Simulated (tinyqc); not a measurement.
# Undoped symmetric double-gate MOSFET, analytic potential model, step by step

tinyqc, about 0.03 s, one thread, Intel Xeon 2.30GHz (shared host): `OMP_NUM_THREADS=1 python tinyqc.py 2440122 2440123 out.jsonl` Printed values are rounded.

An undoped body of thickness ts between two equal insulators and tied gates; long channel, electrons only, n = ni exp((psi - V)/Vt) with V the quasi-Fermi potential (0 at the source, Vd at the drain), constant mobility, no quantisation. Across the body psi(x) = V - 2 Vt ln[(ts/(2 beta)) sqrt(q ni/(2 eps0 eps_r Vt)) cos(2 beta x/ts)], x from the centre. Q is the electron charge per area of the whole body.

Parameters, values chosen for the exercise; material values close to those of gallium arsenide: temperature T = 400 K; band gap Eg = 1.41 eV; relative permittivity of the semiconductor eps_r = 12.9; conduction-band density of states at T Nc = 6.88e17 cm^-3; valence-band density of states at T Nv = 1.39e19 cm^-3; relative permittivity of the gate insulator eox = 21; insulator thickness tox = 3 nm; body thickness ts = 15 nm; gate work function less that of the intrinsic body dphi = 0.22 V; channel mobility mu = 750 cm^2/(V s); gate length L = 2 um; gate voltage Vg = 0.75 V; drain voltage Vd = 0.1 V.

Constants: q = 1.602176634e-19 C, kB = 1.380649e-23 J/K, Vt = kB T/q, eps0 = 8.8541878128e-14 F/cm where lengths are in cm. Results are converted to the units shown.

## Constants of the body

ni = sqrt(Nc Nv) exp(-Eg/(2 Vt)), Eg in volts; r = eps_r tox/(eox ts); V0 = dphi + 2 Vt ln[(2/ts) sqrt(2 eps0 eps_r Vt/(q ni))].

ni = 4.05222e9 cm^-3
r = 0.122857
V0 = 0.881432 V

## Iteration 1: beta at the source by Newton steps in z = ln(tan beta)

z at the start = 1

With V = 0, t = exp(z), beta = arctan(t): f = ln(beta) + (1/2) ln(1 + t^2) + 2 r beta t - (Vg - V0)/(2 Vt); with c = t/(1 + t^2), df/dz = c/beta + t c + 2 r t (c + beta); z(new) = z - f/(df/dz).

beta = 1.21828
f = 3.98113
df/dz = 2.17691
z after iteration 1 = -0.828799

## Iteration 2: beta at the source by Newton steps in z = ln(tan beta)

As before.

beta = 0.411632
f = 1.15026
df/dz = 1.13438
z after iteration 2 = -1.84280

## Course of the iteration: beta at the source by Newton steps in z = ln(tan beta)

Stop when z changes by less than 1e-11, or after 60 iterations.

Course of the iteration:

| iteration | z | \|change\| |
|---|---|---|
| 1 | -0.828799 | 1.83 |
| 2 | -1.84280 | 1.01 |
| 3 | -1.91527 | 0.0725 |
| 4 | -1.91536 | 9.75e-5 |
| 5 | -1.91536 | 1.61e-10 |
| 6 | -1.91536 | 0 |

Converged in 6 iterations. At the end the number of correct digits about doubles with each step.

## Charges and drain current

beta_s = 0.146237
beta_d = 0.0348057

beta (between 0 and pi/2) solves (Vg - V0 - V)/(2 Vt) = ln(beta) - ln(cos beta) + 2 r beta tan(beta). Q = 8 eps0 eps_r Vt beta tan(beta)/ts; I = mu (1/L)(4 eps0 eps_r/ts)(2 Vt)^2 [g(beta_s) - g(beta_d)] per width, g = beta tan(beta) - beta^2/2 + r beta^2 tan^2(beta), with beta_s at V = 0 and beta_d at V = Vd.

Qs = 4.52266 nC/cm^2
Qd = 0.254476 nC/cm^2
g(beta_s) = 0.0109033
g(beta_d) = 6.06388e-4
I = 0.0558950 uA/um

The term r beta^2 tan^2(beta), which gives the square law, makes up 0.523 % of g at the source.

## Potential and electron density across the body at the source

| point | x/ts |
|---|---|
| 0 | 0 |
| 1 | 0.1 |
| 2 | 0.2 |
| 3 | 0.3 |
| 4 | 0.4 |
| 5 | 0.45 |
| 6 | 0.5 |

psi(x) as above with V = 0 and beta = beta_s; n = ni exp(psi/Vt).

| point | psi (V) | n (cm^-3) |
|---|---|---|
| 0 | 0.528895 | 1.86845e16 |
| 1 | 0.528925 | 1.87005e16 |
| 2 | 0.529013 | 1.87486e16 |
| 3 | 0.529161 | 1.88291e16 |
| 4 | 0.529368 | 1.89426e16 |
| 5 | 0.529494 | 1.90119e16 |
| 6 | 0.529635 | 1.90898e16 |

The density at the surface is 1.02 times that at the centre (1/cos^2 beta).
